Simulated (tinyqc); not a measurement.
What moves the results: core-shell quantum dot (spherical envelope functions). A value that a table varies takes the place of the one given here.

Parabolic bands; strain and other valleys are left out. s states, u = r psi, hard wall at R + H, c = hbar^2/2m0, energies from the band edges of the core. Core: u = sin(k1 r)/k1, k1 = sqrt(m1 E/c). At R, psi and psi'/m are continuous, so u is continuous and its slope in the shell is s = u/R + (m2/m1)(u' - u/R). Shell: u(R + x) = u(R) cos(k2 x) + s sin(k2 x)/k2, k2 = sqrt(m2 (E - V)/c); for negative arguments the functions turn into sinh and cosh. A level has u(R + H) = 0.

Overlap = (integral of u_e u_h)^2 with normalised u. Coulomb integrals J_ab = (q/eps) double integral of u_a(r)^2 u_b(s)^2/max(r, s), q = e^2/(4 pi eps0), one eps everywhere. Exciton E = Eg + E_e + E_h - J_eh; first-order biexciton shift J_ee + J_hh - 2 J_eh (positive: repulsive).

Constants: hbar^2/2m0 = 3.80998211 eV angstrom^2; e^2/(4 pi eps0) = 14.39964547 eV angstrom; hc = 1239.841984 eV nm.

Inputs chosen for the exercise (near those of an InP/GaP core-shell dot; shifted at random, so the results belong to these values and not to a real crystal):
- R = 22 angstrom (core radius)
- Vc = 0.407 eV (conduction edge of the shell above that of the core)
- Vv = 0.277 eV (hole barrier of the shell)
- me1 = 0.079 m0 (electron, core)
- me2 = 0.13 m0 (electron, shell)
- mh1 = 0.446 m0 (hole, core)
- mh2 = 0.521 m0 (hole, shell)
- Eg = 1.34 eV (gap of the core)
- eps = 10.6 (dielectric constant)
- Hs = (3, 8, 11, 20, 27, 36, 68) angstrom (shell thicknesses)
- H = 31 angstrom (shell thickness)

## Growing the shell

All quantities anew for each H.

Results:

| H (angstrom) | E_e (eV) | E_h (eV) | electron in core | overlap | J_eh (meV) | E (eV) | biexciton shift (meV) |
|---|---|---|---|---|---|---|---|
| 3 | 0.6559 | 0.1327 | 0.977 | 0.993 | 93.6 | 2.035 | 0.3 |
| 8 | 0.4406 | 0.1094 | 0.869 | 0.970 | 81.6 | 1.808 | 1.1 |
| 11 | 0.3897 | 0.1058 | 0.810 | 0.953 | 78.1 | 1.757 | 1.7 |
| 20 | 0.3337 | 0.1036 | 0.694 | 0.896 | 72.5 | 1.705 | 3.6 |
| 27 | 0.3216 | 0.1035 | 0.648 | 0.860 | 70.3 | 1.695 | 4.6 |
| 36 | 0.3161 | 0.1035 | 0.617 | 0.831 | 68.7 | 1.691 | 5.4 |
| 68 | 0.3133 | 0.1035 | 0.592 | 0.803 | 67.2 | 1.690 | 6.2 |

The line moves by -345 meV: the electron gives -343, the hole -29 and the weaker attraction +26 meV. Over the last step E_e moves by -2.7 meV and E_h by 0.0 meV; the electron level lies below the shell edge Vc, so it is bound to the core and settles. The overlap goes from 0.993 to 0.803, which scales the radiative lifetime by 1.2 if the rate is proportional to it. Up to H = 68 angstrom E_e exceeds 0.15 Eg, where a parabolic band overstates it.

## What each parameter does

All quantities anew. Each row changes one parameter from the base and keeps the others.

Results:

| case | E (eV) | overlap | electron in core | biexciton shift (meV) |
|---|---|---|---|---|
| base | 1.692 | 0.845 | 0.631 | 5.0 |
| R = 19 angstrom | 1.759 | 0.817 | 0.534 | 7.0 |
| H = 36 angstrom | 1.691 | 0.831 | 0.617 | 5.4 |
| Vc = 0.307 eV | 1.655 | 0.782 | 0.562 | 7.2 |
| Vv = 0.208 eV | 1.686 | 0.897 | 0.631 | 3.4 |
| me2 = 0.163 m0 | 1.666 | 0.860 | 0.651 | 4.8 |
| mh1 = 0.357 m0 | 1.704 | 0.882 | 0.631 | 3.4 |
| eps = 12.2 | 1.701 | 0.845 | 0.631 | 4.4 |

The largest shifts from the base row, up to three for each result and ties (the steps differ in size, so this ranks the rows, not the parameters). E (eV): R +0.067, Vc -0.037, me2 -0.026. overlap: Vc -0.064, Vv +0.052, mh1 +0.037; unchanged at the printed digits by eps. electron in core: R -0.097, Vc -0.070, me2 +0.020; unchanged at the printed digits by Vv, mh1 and eps. biexciton shift (meV): Vc +2.2, R +2.0, mh1 -1.6, Vv -1.6.

Run: tinyqc, `OMP_NUM_THREADS=1 python tinyqc.py 1250055 1250056 out.jsonl`; Intel(R) Xeon(R) Processor @ 2.30GHz, one thread, shared host; about 0.05 s of CPU time with all checks.
